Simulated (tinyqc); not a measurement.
One-electron ion in a basis of Gaussians, step by step. One step of it, computed by the program tinyqc.

Problem. Matrices over normalised Gaussians. With p = a_i + a_j and I(k) = Gamma((k+1)/2) / (2 p^((k+1)/2)): S = I(2l+2), T = (2l+3) a_i a_j S / p, V = -Z I(2l+1), each divided by sqrt(S_ii S_jj).

exponents of r^l exp(-a r^2) (1/bohr^2): [0.545900, 1.822000, 6.081000, 20.300000, 67.750000, 226.100000]

Z = 2

l = 0

Give: S; T; V.

Solution.

S:
```
[[1.0000, 0.7731, 0.4078, 0.1805, 0.0752, 0.0307],
 [0.7731, 1.0000, 0.7731, 0.4077, 0.1805, 0.0752],
 [0.4078, 0.7731, 1.0000, 0.7731, 0.4077, 0.1805],
 [0.1805, 0.4077, 0.7731, 1.0000, 0.7731, 0.4078],
 [0.0752, 0.1805, 0.4077, 0.7731, 1.0000, 0.7732],
 [0.0307, 0.0752, 0.1805, 0.4078, 0.7732, 1.0000]]
```

T (hartree):
```
[[0.8188, 0.9742, 0.6128, 0.2879, 0.1221, 0.0501],
 [0.9742, 2.7330, 3.2516, 2.0450, 0.9608, 0.4076],
 [0.6128, 3.2516, 9.1215, 10.8521, 6.8252, 3.2069],
 [0.2879, 2.0450, 10.8521, 30.4500, 36.2287, 22.7881],
 [0.1221, 0.9608, 6.8252, 36.2287, 101.6250, 120.9120],
 [0.0501, 0.4076, 3.2069, 22.7881, 120.9120, 339.1500]]
```

V (hartree):
```
[[-2.3581, -2.6848, -2.3688, -1.8598, -1.4017, -1.0429],
 [-2.6848, -4.3080, -4.9049, -4.3275, -3.3977, -2.5608],
 [-2.3688, -4.9049, -7.8702, -8.9607, -7.9060, -6.2074],
 [-1.8598, -4.3275, -8.9607, -14.3796, -16.3721, -14.4456],
 [-1.4017, -3.3977, -7.9060, -16.3721, -26.2697, -29.9097],
 [-1.0429, -2.5608, -6.2074, -14.4456, -29.9097, -47.9900]]
```
